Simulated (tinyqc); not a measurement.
Mesh size and shift: special k points of the fcc lattice.

Lattice vectors in units of a: a1 = (0, 1/2, 1/2), a2 = (1/2, 0, 1/2), a3 = (1/2, 1/2, 0); reciprocal vectors b_i with a_i . b_j = 2 pi delta_ij. Mesh: k = sum_i f_i b_i with f_i = (2 j_i + shift)/(2 N), j_i = 0 .. N-1. The point group of the lattice has 48 operations; only those that map the mesh onto itself are used.

A_m(k) = sum over the m-th star of lattice vectors R of cos(k . R), stars in order of length: m = 1: |R|^2 = 0.5, 12 vectors, such as (1, 0, 0) in the basis a_i; m = 2: |R|^2 = 1, 6 vectors, such as (1, 1, -1) in the basis a_i; m = 3: |R|^2 = 1.5, 24 vectors, such as (2, 0, -1) in the basis a_i; m = 4: |R|^2 = 2, 12 vectors, such as (2, 0, 0) in the basis a_i; m = 5: |R|^2 = 2.5, 24 vectors, such as (2, 1, -1) in the basis a_i; m = 6: |R|^2 = 3, 8 vectors, such as (3, -1, -1) in the basis a_i. The zone mean of every A_m is zero.

Test function, the lower band of a two-band insulator: E(k) = -sqrt(D^2 + (e0 - t A_1(k))^2).
Values chosen for the exercise: D = 1.57 eV (half gap term); t = 0.34 eV (coupling); e0 = 2.27 eV (offset).

Errors of the mean of E against the unshifted mesh with N = 24. The fifth column is |R|^2 of the shortest star with a non-zero mean.

Meshes:

| mesh | points | irreducible | operations | \|R\|^2 missed | error (meV) |
|---|---|---|---|---|---|
| 1 Gamma | 1 | 1 | 48 | 0.50 | 513.913 |
| 1 shifted | 1 | 1 | 12 | 1.00 | 149.915 |
| 2 Gamma | 8 | 3 | 48 | 2.00 | -252.686 |
| 2 shifted | 8 | 2 | 12 | 4.00 | 6.937 |
| 3 Gamma | 27 | 4 | 48 | 4.50 | -6.933 |
| 3 shifted | 27 | 6 | 12 | 9.00 | -1.949 |
| 4 Gamma | 64 | 8 | 48 | 8.00 | 4.705 |
| 4 shifted | 64 | 10 | 12 | 16.00 | 0.356 |
| 5 Gamma | 125 | 10 | 48 | 12.50 | -0.251 |
| 5 shifted | 125 | 19 | 12 | >16 | -0.053 |
| 6 Gamma | 216 | 16 | 48 | >16 | -0.268 |
| 6 shifted | 216 | 28 | 12 | >16 | 0.005 |

reference mean = -2.90995 eV

The shifted mesh has the smaller error for 6 of 6 values of N and the larger for 0. The cheapest mesh within 1 meV is 4 shifted and 5 Gamma, with 10 irreducible points. A mesh misses the lattice vectors N (n1 a1 + n2 a2 + ...); the half shift gives each the sign (-1)^(n1 + n2 + ...), so the 12 shortest ones add up to 0 in place of 12: they cancel. The shift lowers the symmetry; it leaves more irreducible points for N = 3, 4, 5 and 6; it leaves fewer irreducible points for N = 2.

(tinyqc, `OMP_NUM_THREADS=1 python tinyqc.py 1650891 1650892 out.jsonl`, Intel(R) Xeon(R) Processor @ 2.30GHz, 1 thread, shared host, about 0.2 s.)
